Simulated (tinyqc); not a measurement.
Thermal stress and diffusional relaxation in a metal film: Coble and Nabarro-Herring creep, cooling and holds: one step, computed by the program tinyqc. Command: `OMP_NUM_THREADS=1 python tinyqc.py 3000489 3000490 out.jsonl creep walk`. One thread of a shared host (Intel(R) Xeon(R) Processor @ 2.30GHz), about 0.08 s of CPU time with the checks.

A thin film on a rigid substrate is stress-free at T0. Tension is positive and the film creeps linearly: d sigma/dt = -M (mismatch) dT/dt - sigma/tau.

Question. Stress after cooling to room temperature. Creep rate per stress: Nabarro-Herring 14 D Omega/(k_B T d^2), Coble (14 pi) delta D_b Omega/(k_B T d^3), with D = D0 exp(-E/(k_B T)), delta D_b = (delta D_b)0 exp(-E_b/(k_B T)); 1/tau = M x (sum of both)/2 (biaxial strain rate is half the uniaxial one). Temperatures in kelvin are T(C) + 273.15. Cooling from T0 at the constant rate: d sigma/dT = -slope + sigma/(tau(T) x rate), integrated to 25 C (stiff solver, tolerance 1e-9). Effective stress-free temperature T_eff = 25 C + sigma/slope.

Inputs (values chosen for the exercise, modelled on silver films on silicon): biaxial modulus M = 121 GPa; atomic volume Omega = 17 angstrom^3; lattice prefactor D0 = 3.2e-05 m^2/s; lattice energy E = 1.94 eV; boundary prefactor (delta D_b)0 = 6.2e-15 m^3/s; boundary energy E_b = 0.919 eV; grain size d = 0.42 um; stress-free temperature T0 = 250 C; hold temperature T = 220 C; cooling rate = 2 C/min.

thermoelastic slope = 1.9723 MPa/K

Constants: k_B = 1.380649e-23 J/K; k_B = 8.617333262e-05 eV/K.

Give: stress at 25 C; effective stress-free temperature.

Answer.

stress at 25 C = 193.0 MPa

effective stress-free temperature = 122.8 C

Creep during cooling removes 56.5 % of the elastic value. Caution: bulk creep laws overstate relaxation in a bonded film, and dislocation glide would cap stresses above the yield stress.
